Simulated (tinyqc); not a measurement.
Heavy doping: gap narrowing, degeneracy and the minority density: sweeps and comparisons. A value that a table varies takes the place of the one given here.

F_j(eta) = (1/Gamma(j + 1)) integral_0^infinity x^j dx/(1 + exp(x - eta)), which tends to exp(eta) for eta << 0.

Empirical narrowing (Slotboom form, constants chosen for the exercise; published fits of this form give the apparent narrowing, here it is taken as the true one): dEg = E0 [ln(N/N0) + sqrt(ln(N/N0)^2 + C)].

Majority: N = Nc F_1/2(eta), eta the distance of EF beyond the majority band edge in kT. Degeneracy factor gam = F_1/2(eta)/exp(eta). ni0^2 = Nc Nv exp(-Eg/kT); product n p = ni0^2 gam exp(dEg/kT), dEg the true narrowing; apparent narrowing dEa = dEg + kT ln gam; minority density = n p/N.

Bipolar transistor with N as emitter doping: beta = K (N/NB) exp((dEa_B + dG - dEa_E)/kT), dEa_E = dEg(N) + kT ln gam, dEa_B = dEg(NB). For the sweep in T, Nc is scaled as (T/T0)^(3/2) from its value at T0 = T.

Constants: kB = 8.617333262e-05 eV/K.

Inputs chosen for the exercise (gap and densities of states near those of Ge at this temperature; narrowing constants of the size fitted for Si, not for this material; shifted at random, so the results belong to these values and not to a real crystal):
- Eg = 0.681 eV (gap)
- Nc = 7.87e+18 1/cm^3 (conduction-band density of states)
- Nv = 3.76e+18 1/cm^3 (valence-band density of states)
- T = 250 K
- E0 = 9.62 meV (narrowing scale)
- N0 = 1.1e+17 1/cm^3 (onset density)
- C = 0.5 (smoothing constant)
- N = 1.3e+19 1/cm^3 (ionised donors, equal to the majority density)
- NB = 3e+17 1/cm^3 (base doping)
- K = 5 (ratio (D_B W_E)/(D_E W_B))
- dG = 50 meV (extra narrowing of the base by alloying)

## Narrowing against degeneracy

N takes the values listed; the last column is N over the factor gam exp(dEg/kT), the doping that a simple model would need to give the same minority density.

Results:
```
N (1/cm^3)    eta       gam  dEg (meV)  dEa (meV)  minority (1/cm^3)  effective doping (1/cm^3)
2.0e+16     -5.97     0.999        1.4        1.3           2.94e+07                   1.88e+16
8.0e+16     -4.59     0.996        4.4        4.3           8.45e+06                   6.55e+16
2.0e+17     -3.66     0.991       14.7       14.5           5.41e+06                   1.02e+17
8.0e+17     -2.25     0.965       39.4       38.6           4.14e+06                   1.33e+17
2.0e+18     -1.28     0.914       56.6       54.7           3.50e+06                   1.58e+17
8.0e+18      0.37     0.702       83.0       75.4           2.29e+06                   2.42e+17
2.0e+19      1.80     0.419      100.6       81.8           1.24e+06                   4.48e+17
6.0e+19      4.49    0.0854      121.6       68.6           2.23e+05                   2.48e+18
2.0e+20     10.37  0.000797      144.7       -9.0           1.82e+03                   3.04e+20
```

dEg grows steadily to 144.7 meV, while the apparent value peaks at 81.8 meV for N = 2e+19 and falls to -9.0 meV as the Fermi level enters the band. N grows by a factor 40 from the third to the sixth row and the effective doping by 2.4: net of degeneracy, narrowing takes away 94 % of the factor gained by heavier doping.

## Current gain against temperature

Gain:
```
T (K)  beta  beta with dG = 0  without narrowing
150     143              2.99                217
200     143              7.83                217
250     146              14.3                217
300     150              21.6                217
350     154              29.3                217
400     157              36.9                217
450     161              44.3                217
```

dEa_B + dG - dEa_E at T0 = -8.6 meV

beta is 143 at 150 K and 161 at 450 K, not steadily; degeneracy of the emitter changes with T, and at T0 the net exponent is negative: the emitter has the larger apparent narrowing. At 300 K narrowing and degeneracy change the gain by a factor 0.0998 and alloying the base by 6.92.

## What moves the minority density and the gain

All results formed anew. Each row changes one parameter from the base and keeps the others.

Results:
```
case                  dEg (meV)  dEa (meV)  minority (1/cm^3)  beta
base                      92.32      80.01           1.75e+06   146
N = 2.6e+19 1/cm^3       105.59      81.49           9.34e+05   272
E0 = 11.544 meV          110.78      98.48           4.11e+06  75.4
N0 = 2.2e+17 1/cm^3       79.07      66.76           9.43e+05   161
Eg = 0.701 eV             92.32      80.01           6.90e+05   146
Nc = 1.02e+19 1/cm^3      92.32      82.78           2.57e+06   128
NB = 6e+17 1/cm^3         92.32      80.01           1.75e+06   130
```

The largest shifts from the base row, up to three for each result and ties (the steps differ in size, so this ranks the rows, not the parameters). dEg (meV): E0 +18.46, N +13.27, N0 -13.25; unchanged at the printed digits by Eg, Nc and NB. dEa (meV): E0 +18.46, N0 -13.25, Nc +2.76; unchanged at the printed digits by Eg and NB. minority (1/cm^3): E0 +2.37e+06, Eg -1.06e+06, Nc +8.26e+05; unchanged at the printed digits by NB. beta: N +126, E0 -70.2, Nc -17.5; unchanged at the printed digits by Eg.

(tinyqc, `OMP_NUM_THREADS=1 python tinyqc.py 1652221 1652222 out.jsonl`, Intel(R) Xeon(R) Processor @ 2.30GHz, 1 thread, shared host, about 0.01 s.)
